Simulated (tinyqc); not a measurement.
Phonon-assisted absorption at an indirect gap: one step. What a slab does with it. Five cases, with inputs chosen for the exercise.

Question. d in cm is 1e-4 times the value in micrometres.

Slab of thickness d in air, incoherent passes: R = ((nr - 1)/(nr + 1))^2, x = exp(-alpha d); transmitted Tr = (1 - R)^2 x/(1 - R^2 x^2), reflected Rt = R + (1 - R)^2 R x^2/(1 - R^2 x^2), absorbed Ab = (1 - R)(1 - x)/(1 - R x).

Give: R; x; Tr; Rt; Ab.

Case 1.

Values chosen (out of a larger set: loosely those of Si at room temperature; Eg is not tied to T; not measured data): nr = 3.57 (refractive index); d = 220 micrometre (thickness).

alpha = 799.307 1/cm

Answer.

R = 0.3163
x = 0.0000
Tr = 0.0000
Rt = 0.3163
Ab = 0.6837

A single pass would absorb (1 - R)(1 - x) = 0.6837; the back face adds 0.0000.

Case 2.

Values chosen (out of a larger set: loosely those of Si at room temperature; Eg is not tied to T; not measured data): nr = 3.61 (refractive index); d = 62 micrometre (thickness).

alpha = 877.645 1/cm

Answer.

R = 0.3205
x = 0.0043
Tr = 0.0020
Rt = 0.3205
Ab = 0.6775

A single pass would absorb (1 - R)(1 - x) = 0.6765; the back face adds 0.0009.

Case 3.

Values chosen (out of a larger set: loosely those of GaP at room temperature; Eg is not tied to T; not measured data): nr = 3.36 (refractive index); d = 55 micrometre (thickness).

alpha = 69.8644 1/cm

Answer.

R = 0.2930
x = 0.6810
Tr = 0.3545
Rt = 0.3637
Ab = 0.2818

A single pass would absorb (1 - R)(1 - x) = 0.2256; the back face adds 0.0562.

Case 4.

Values chosen (out of a larger set: loosely those of AlAs at room temperature; Eg is not tied to T; not measured data): nr = 3.07 (refractive index); d = 55 micrometre (thickness).

alpha = 125.067 1/cm

Answer.

R = 0.2587
x = 0.5026
Tr = 0.2810
Rt = 0.2952
Ab = 0.4238

A single pass would absorb (1 - R)(1 - x) = 0.3687; the back face adds 0.0551.

Case 5.

Values chosen (out of a larger set: loosely those of Si at room temperature; Eg is not tied to T; not measured data): nr = 3.64 (refractive index); d = 5.4 micrometre (thickness).

alpha = 63.2192 1/cm

Answer.

R = 0.3237
x = 0.9664
Tr = 0.4900
Rt = 0.4770
Ab = 0.0330

A single pass would absorb (1 - R)(1 - x) = 0.0227; the back face adds 0.0103.

Computed by tinyqc, one run a case: `OMP_NUM_THREADS=1 python tinyqc.py N N+1 out.jsonl` with N = 1681204, 1681554, 1681586, 1681599, 1681660; one thread of a shared Intel(R) Xeon(R) Processor @ 2.30GHz, about 0.01 s a run at most.
